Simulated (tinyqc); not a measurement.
Inputs raised by 5 %, one at a time: ion implantation: universal nuclear stopping, Lindhard-Scharff electronic stopping and a Gaussian range profile. Computed by tinyqc, a small Python program. Command: `OMP_NUM_THREADS=1 python tinyqc.py 3012179 3012180 out.jsonl implant sens`. One thread of a shared host (Intel(R) Xeon(R) Processor @ 2.30GHz), about 0.2 s of CPU time with the checks.

An ion slows by elastic collisions with screened nuclei and by friction with electrons; channelling is ignored and the target is uniform.

Inputs (values chosen for the exercise, modelled on germanium ions in silicon):
```
quantity                                 value    unit
ion atomic number Z1                        32       -
ion mass M1                                 74       u
target atomic number Z2                     14       -
target mass M2                           28.09       u
target density N                         49.94  1/nm^3
ion energy E                               4.9     keV
scale factor of electronic stopping k      1.3       -
dose Q                                 2.2e+12  1/cm^2
background C_B                         7.2e+15  1/cm^3
displacement energy E_d                     15      eV
```

Method:
- Reduced energy eps = 32.53 M2 E/(Z1 Z2 (M1 + M2)(Z1^0.23 + Z2^0.23)), E in keV; s_n = ln(1 + 1.1383 eps)/(2 (eps + 0.01321 eps^0.21226 + 0.19593 eps^0.5)) for eps up to 30 and ln(eps)/(2 eps) above; S_n = 8.462 Z1 Z2 M1 s_n/((M1 + M2)(Z1^0.23 + Z2^0.23)) in 1e-15 eV cm^2.
- S_e = k 3.83 Z1^(7/6) Z2/(Z1^(2/3) + Z2^(2/3))^(3/2) sqrt(E/M1) in 1e-15 eV cm^2, E in keV.
- Path length R = int_0^E dE'/(N (S_n + S_e)); energy lost to nuclei nu = int_0^E S_n/(S_n + S_e) dE' (both with E' = E y^3 and 64 Gauss-Legendre points in y).
- Estimates of Lindhard type: R_p = R/(1 + M2/(3 M1)), straggle dR_p = (2/3) R_p sqrt(M1 M2)/(M1 + M2).
- C(x) = C_p exp(-(x - R_p)^2/(2 dR_p^2)) with C_p = Q/(sqrt(2 pi) dR_p), 1 nm = 1e-7 cm; the profile falls to the background at x_j = R_p + dR_p sqrt(2 ln(C_p/C_B)); the peak atomic fraction is C_p/N.
- Kinchin-Pease count with efficiency 0.8: N_d = 0.8 nu/(2 E_d), taking all of nu as damage energy (an upper estimate, as recoils also lose energy to electrons). Spread over a depth R_p + dR_p, displacements per atom = Q N_d/(N (R_p + dR_p)).

Runs; columns: (1) input moved; (2) from; (3) to; (4) straggle dR_p (nm); (5) depth x_j where C falls to C_B (nm); (6) energy lost to nuclei nu (keV); (7) displacements per atom:
```
(1)                                        (2)       (3)     (4)     (5)     (6)        (7)
base run                                     -         -  2.8514  19.502  4.4712  0.0042261
ion energy E (keV)                         4.9     5.145  2.9280  20.004  4.6925  0.0043193
scale factor of electronic stopping k      1.3     1.365  2.8381  19.415  4.4517  0.0042275
dose Q (1/cm^2)                        2.2e+12  2.31e+12  2.8514  19.542  4.4712  0.0044374
ion mass M1 (u)                             74      77.7  2.8490  19.595  4.4803  0.0042018
ion atomic number Z1                        32      33.6  2.7995  19.162  4.4693  0.0043026
target mass M2 (u)                       28.09   29.4945  2.8603  19.458  4.4712  0.0042479
target atomic number Z2                     14      14.7  2.7943  19.128  4.4679  0.0043094
```

Exponents ln(y'/y) / ln(x'/x):
```
input                                  straggle dR_p  depth x_j where C falls to C_B  energy lost to nuclei nu  displacements per atom
ion energy E                                   0.544                           0.521                     0.990                   0.447
scale factor of electronic stopping k         -0.096                          -0.092                    -0.089                   0.007
dose Q                                         0.000                           0.042                     0.000                   1.000
ion mass M1                                   -0.017                           0.097                     0.042                  -0.118
ion atomic number Z1                          -0.376                          -0.361                    -0.009                   0.368
target mass M2                                 0.064                          -0.047                     0.000                   0.106
target atomic number Z2                       -0.415                          -0.397                    -0.015                   0.400
```

Which inputs matter most for each result?

Among the inputs moved here: straggle dR_p answers most in size to ion energy E (exponent +0.544), next to target atomic number Z2 (-0.415); its exponent is below 0.0005 for dose Q. depth x_j where C falls to C_B answers most in size to ion energy E (exponent +0.521), next to target atomic number Z2 (-0.397). Energy lost to nuclei nu answers most in size to ion energy E (exponent +0.990), next to scale factor of electronic stopping k (-0.089); its exponent is below 0.0005 for dose Q, target mass M2. Displacements per atom answers most in size to dose Q (exponent +1.000), next to ion energy E (+0.447). Its exponent +1.000 in dose Q: cascades are counted independently.
